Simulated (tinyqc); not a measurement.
Worked calculation: mobility of a non-polar semiconductor in the relaxation-time approximation. Computed by tinyqc, a small Python program that keeps every step. Command: `OMP_NUM_THREADS=1 python tinyqc.py 3028049 3028050 out.jsonl rta walk`. One thread of a shared host (Intel(R) Xeon(R) Processor @ 2.30GHz), about 0.01 s of CPU time with the checks. Intermediate numbers are printed to about 5 digits and carried at full precision; extremes and crossings named in words are read from the listed rows.

Each valley is treated as a sphere of mass m_d for states and rates, with one isotropic relaxation time; the conductivity mass m_c sets the current.

Inputs (values chosen for the exercise, modelled on electrons in germanium):
```
quantity                                            value       unit
longitudinal mass m_l                                1.63        m_0
transverse mass m_t                                0.0831        m_0
equivalent valleys Z                                    4          -
non-parabolicity alpha                               0.71       1/eV
static permittivity eps_s                              16          -
density rho                                          5323     kg/m^3
sound velocity v_l                                   5200        m/s
acoustic deformation potential D_A                     11         eV
phonon energy hbar w                                 30.9        meV
optical or intervalley deformation potential D_o      5.7  1e8 eV/cm
final valleys Z_f                                       3          -
carrier density n                                 9.1e+15     1/cm^3
compensation ratio C                                    0          -
temperature T                                         300          K
```

Band: Kane. Impurity formula: Brooks-Herring. Further scattering: none.

Constants: k_B = 8.617333262e-05 eV/K; m_0 = 9.1093837015e-31 kg; e = 1.602176634e-19 C; hbar = 1.054571817e-34 J s; eps_0 = 8.8541878128e-12 F/m; k_B = 1.380649e-23 J/K; hbar = 6.582119569e-16 eV s.

## Masses

m_d = (m_l m_t^2)^(1/3); 1/m_c = (1/m_l + 2/m_t)/3; Hall mass factor A = 3 K_m (K_m + 2)/(2 K_m + 1)^2, K_m = m_l/m_t; N_I = n (1 + C)/(1 - C).

density-of-states mass m_d = 0.22411 m_0

conductivity mass m_c = 0.12155 m_0

Hall mass factor A = 0.78590

ionised impurity density N_I = 9.10e+15 1/cm^3

## Fermi level and screening

Kane band: hbar^2 k^2/(2 m) = E (1 + alpha E), speed v = hbar k/(m (1 + 2 alpha E)), states per spin, volume and energy g(E) = m k (1 + 2 alpha E)/(2 pi^2 hbar^2); overlap factors are set to 1. Here m = m_d. Masses are multiplied by m_0 and all formulas are in SI units. The reduced Fermi level eta = E_F/(k_B T) solves n = 2 Z int g f dE with f = 1/(1 + exp(x - eta)) (Z = 1 unless valleys are given); screening length L_s = sqrt(eps_s eps_0 k_B T/(e^2 dn/deta)), dn/deta = 2 Z int g f (1 - f) dE. Integrals over x = E/(k_B T) use 160 Gauss-Legendre points in u = sqrt(x) from 0 to sqrt(max(eta, 0) + 32).

reduced Fermi level eta = -7.1323

screening length L_s = 50.126 nm

The gas is non-degenerate (eta < -2), and L_s is close to the Debye length.

## Rates at a few energies

Phonon occupation N_q = 1/(exp(hbar w/(k_B T)) - 1). Acoustic deformation potential (elastic, equipartition, absorption and emission together): 1/tau = 2 pi k_B T D_A^2 g(E)/(hbar rho v_l^2). Optical or intervalley deformation potential: 1/tau = (pi Z_f D_o^2/(rho w)) [N_q g(E + hbar w) + (N_q + 1) g(E - hbar w)], with g = 0 below the band edge. Each optical term is multiplied by (1 - f(E'))/(1 - f(E)), E' the final energy, for Pauli blocking. Singly charged impurities, momentum relaxation: 1/tau = N_I e^4 m (1 + 2 alpha E) Phi/(8 pi (eps_s eps_0)^2 hbar^3 k^3), with alpha = 0 for a parabolic band. Brooks-Herring: Phi = ln(1 + b) - b/(1 + b), b = 4 k^2 L_s^2.

Rates (1e12/s) at E = (max(eta, 0) + 0.5, 1, 2, 4) k_B T:
```
E (meV)  acoustic  optical  ionised impurity
12.93      1.3970   0.6954           0.56022
25.85      2.0204   0.8085           0.22359
51.70      2.9851   2.5387           0.08860
103.41     4.5894   4.5042           0.03504
```

## Mobility for each process alone

mu = (m_d/m_c) (2 Z e/(3 n k_B T)) int g v^2 tau f (1 - f) dE. Averages over x are split at the emission threshold x_0 = hbar w/(k_B T): 64 Gauss-Legendre points in sqrt(x) below it and 128 in sqrt(x - x_0) above it, up to x = max(eta, 0) + 32.

acoustic mobility = 4759.3 cm^2/(V s)

optical mobility = 7397.9 cm^2/(V s)

ionised impurity mobility = 2.1697e+05 cm^2/(V s)

## All processes together

Rates are added at each energy before the average. With <y> = int g v^2 y f (1 - f) dE: Hall factor r_H = A (3 n k_B T/(2 Z m_d)) <tau^2/(1 + 2 alpha E)>/<tau>^2 (alpha = 0 for a parabolic band); Hall mobility r_H mu; |S| = (k_B/e) (<x tau>/<tau> - eta); resistivity 1/(n e mu).

drift mobility mu = 2585.2 cm^2/(V s)

Hall factor r_H = 0.98686

Hall mobility = 2551.2 cm^2/(V s)

Seebeck coefficient |S| = 776.18 microvolt/K

resistivity = 0.26531 ohm cm

Taking r_H = 1 in a Hall measurement would give a density 1.01 times the true one.

## Matthiessen's rule against the full average

Matthiessen's rule adds 1/mu of the separate processes.

Separate mobilities:
```
process           mu (cm^2/(V s))  share of the sum of 1/mu (%)
acoustic               4.7593e+03                        60.050
optical                7.3979e+03                        38.632
ionised impurity       2.1697e+05                         1.317
```

mobility by Matthiessen's rule = 2858.0 cm^2/(V s)

excess of Matthiessen's rule over the full mu = 10.552 %

The rule gives 2858 against the full 2585, 10.6 % too high; it can only overestimate, since each separate average is carried by the energies where that process is weak. The error is large because acoustic and optical scattering both carry weight and depend on energy in different ways.

Checks made by the program: the sum rule (2 Z/(3 k_B T)) int g v^2 (1 + 2 alpha E) f (1 - f) dE = n/m_d (relative difference below 1e-10).
